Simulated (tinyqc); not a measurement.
Band bending at a free surface with one surface level, surface photovoltage and Kelvin probe: two steps of the calculation.

n-type bulk, xi = Ec - EF = Vt ln(Nc/Nd), p0 = ni^2/Nd, ni = sqrt(Nc Nv) exp(-Eg/(2 Vt)), Eg in volts. b is the upward band bending, u = b/Vt. Space charge per area, in units of q: Qc = sign(b) sqrt((2 eps0 eps_r Vt/q) [(Nd + dn)(exp(-u) - 1) + Nd u + (p0 + dn)(exp(u) - 1)]), with dn the excess density under light (flat quasi-Fermi levels; 0 in the dark). The level holds -Ns f, f = 1/(1 + exp((xi + b - Es)/Vt)). Neutrality: Qc + Qf + (charge of the states) = 0.

Inputs (values chosen for the exercise); band and dielectric values close to those of 4H silicon carbide:

| symbol | value | unit | meaning |
|---|---|---|---|
| T | 300 | K | temperature |
| Eg | 3.24 | eV | band gap |
| eps_r | 9.72 |  | relative permittivity |
| Nc | 1.7e19 | cm^-3 | conduction-band density of states at T |
| Nv | 2.47e19 | cm^-3 | valence-band density of states at T |
| chi | 3.58 | eV | electron affinity |
| Nd | 4.1e16 | cm^-3 | donor density |
| Qf | 0 | cm^-2 | fixed positive charge at the surface |
| pt | 4.71 | eV | work function of the probe tip |
| Ns | 5.4e11 | cm^-2 | density of an acceptor-like surface level |
| Es | 0.84 | eV | its depth below the conduction edge |

Constants: q = 1.602176634e-19 C, kB = 1.380649e-23 J/K, Vt = kB T/q, eps0 = 8.8541878128e-14 F/cm where lengths are in cm. Results are converted to the units shown.

Question 1. Bulk quantities. xi, ni, p0, the Debye length sqrt(eps0 eps_r Vt/(q Nd)) and the flat-band work function chi + xi.

Wanted: xi; ni; p0; Debye length; chi + xi.

Answer 1.

xi = 0.15582 eV
ni = 1.2496e-8 cm^-3
p0 = 3.8085e-33 cm^-3
Debye length = 18.404 nm
chi + xi = 3.7358 eV

Question 2. Work function and Kelvin-probe reading. Work function chi + xi + b; contact potential difference CPD = (work function of the sample) - pt. Depth of EF below Ec at the surface: xi + b. Depletion width Qc/Nd.

converged b = 0.61244072 V

Wanted: xi + b; Qc; Qc/Nd; work function; CPD.

Answer 2.

xi + b = 0.7683 eV
Qc = 5.083e11 cm^-2
Qc/Nd = 124.0 nm
work function = 4.348 eV
CPD = -361.7 mV

The level is 94.1 % filled: the Fermi level is pinned at it.

tinyqc, about 0.01 s, one thread, Intel Xeon 2.30GHz (shared host): `OMP_NUM_THREADS=1 python tinyqc.py 2430015 2430016 out.jsonl`
